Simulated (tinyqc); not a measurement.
Inside a calculation. Method: coupled-perturbed Hartree-Fock on RHF in the sto-6g basis, for BeH2, spin multiplicity 1. One step of it, computed by the program tinyqc.

Task: Coupled step 1. U_ai = -(mu_ai + sum_bj [4 (ai|bj) - (ab|ij) - (aj|bi)] U_bj) / (e_a - e_i); alpha = -4 sum U_ai mu_ai.

uncoupled U, order a4, a5, a6, a7:
```
[[0.000000, 0.000000, 0.000000],
 [0.000000, 0.000000, 0.000000],
 [0.000000, 0.000000, 1.844273],
 [-0.025261, 0.631550, 0.000000]]
```

dipole integrals <a|y|i> (bohr), order a4, a5, a6, a7:
```
[[0.000000, 0.000000, 0.000000],
 [0.000000, 0.000000, 0.000000],
 [0.000000, 0.000000, -1.350828],
 [0.133855, -0.704135, 0.000000]]
```

orbital energies (hartree): [-4.603006, -0.419147, -0.377681, 0.210152, 0.210152, 0.354763, 0.695783]

Two-electron integrals over orbitals (pq|rs), unique and non-zero (hartree):
```
(11|11) 2.281054    (21|11) -0.187566   (21|21) 0.024280    (22|11) 0.458998
(22|21) -0.005686   (22|22) 0.374238    (31|31) 0.005151    (32|31) 0.010930
(32|32) 0.159748    (33|11) 0.420028    (33|21) -0.002080   (33|22) 0.386251
(33|33) 0.409404    (41|41) 0.016021    (42|41) 0.014695    (42|42) 0.046825
(43|43) 0.012439    (44|11) 0.570060    (44|21) -0.006821   (44|22) 0.352815
(44|33) 0.334977    (44|44) 0.450117    (51|51) 0.016021    (52|51) 0.014695
(52|52) 0.046825    (53|53) 0.012439    (54|54) 0.024258    (55|11) 0.570060
(55|21) -0.006821   (55|22) 0.352815    (55|33) 0.334977    (55|44) 0.401601
(55|55) 0.450117    (61|11) -0.200871   (61|21) 0.026600    (61|22) -0.006237
(61|33) -0.002851   (61|44) -0.005511   (61|55) -0.005511   (61|61) 0.029249
(62|11) 0.141691    (62|21) -0.006409   (62|22) -0.015303   (62|33) -0.041075
(62|44) 0.068083    (62|55) 0.068083    (62|61) -0.005846   (62|62) 0.083847
(63|31) -0.000339   (63|32) -0.092035   (63|63) 0.086626    (64|41) 0.016244
(64|42) 0.046593    (64|64) 0.050007    (65|51) 0.016244    (65|52) 0.046593
(65|65) 0.050007    (66|11) 0.469941    (66|21) -0.007209   (66|22) 0.376711
(66|33) 0.387304    (66|44) 0.354470    (66|55) 0.354470    (66|61) -0.007446
(66|62) -0.025884   (66|66) 0.393576    (71|31) 0.009735    (71|32) 0.017459
(71|63) 0.000391    (71|71) 0.018552    (72|31) 0.004505    (72|32) -0.040258
(72|63) 0.063210    (72|71) 0.008308    (72|72) 0.058043    (73|11) 0.150726
(73|21) -0.003844   (73|22) -0.000089   (73|33) -0.018243   (73|44) 0.070415
(73|55) 0.070415    (73|61) -0.003498   (73|62) 0.079482    (73|66) -0.019133
(73|73) 0.087672    (74|43) 0.013274    (74|74) 0.016967    (75|53) 0.013274
(75|75) 0.016967    (76|31) 0.009812    (76|32) 0.140046    (76|63) -0.090399
(76|71) 0.016145    (76|72) -0.047443   (76|76) 0.135907    (77|11) 0.545945
(77|21) -0.007041   (77|22) 0.400572    (77|33) 0.416572    (77|44) 0.377494
(77|55) 0.377494    (77|61) -0.007397   (77|62) -0.018462   (77|66) 0.410871
(77|73) 0.003353    (77|77) 0.453758
```

Give: U after step 1; polarisability.

Result:

U after step 1, order a4, a5, a6, a7:
```
[[0.0000, 0.0000, 0.0000],
 [0.0000, 0.0000, 0.0000],
 [0.0000, 0.0000, 2.1362],
 [-0.0298, 0.7054, 0.0000]]
```

polarisability = 13.5456 bohr^3
